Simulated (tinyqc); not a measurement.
Two-diode model of a solar cell: one step of the calculation.

J is the current delivered and Vj = V + J Rs the junction voltage. J = X JL - J01 (exp(Vj/(n1 Vt)) - 1) - J02 (exp(Vj/(2 Vt)) - 1) - Vj/Rp. The photocurrent does not depend on voltage.

Question. Figures of merit. Jsc at V = 0, Voc at J = 0, the maximum power point where J (1 + 2 Rs G) = G Vj with G = -dJ/dVj; FF = Vmp Jmp/(Voc Jsc); efficiency Vmp Jmp/(X Pin). Empirical fill factor without parasitics FF0 = (v - ln(v + 0.72))/(v + 1), v = Voc/(n1 Vt).

Inputs (values chosen for the exercise); values of the order met in cells of silicon:
- T = 348 K (temperature)
- JL = 39.5 mA/cm^2 (photocurrent at one sun)
- X = 0.3 suns (concentration)
- J01 = 1.2e-10 A/cm^2 (saturation current of the first diode)
- n1 = 1 (ideality factor of the first diode)
- Rs = 0.34 ohm cm^2 (series resistance)
- Rp = 400 ohm cm^2 (shunt resistance)
- Pin = 100 mW/cm^2 (incident power at one sun)
- J02 = 5.4e-7 A/cm^2 (saturation current of the second diode (ideality 2))

Constants: q = 1.602176634e-19 C, kB = 1.380649e-23 J/K, Vt = kB T/q. Results are converted to the units shown.

Wanted: Jsc; Voc; Vmp; Jmp; FF; efficiency; FF0.

Answer.

Jsc = 11.84 mA/cm^2
Voc = 0.5342 V
Vmp = 0.4310 V
Jmp = 9.777 mA/cm^2
FF = 0.6663
efficiency = 14.05 %
FF0 = 0.7917

FF is 16 % below FF0. Removing one loss at a time changes the efficiency by: shunt +1.58, second diode +1.40, series resistance +0.11 points.

Computed by the program tinyqc: `OMP_NUM_THREADS=1 python tinyqc.py 2280009 2280010 out.jsonl`, one thread of a shared Intel Xeon 2.30GHz, about 0.01 s for the whole run.
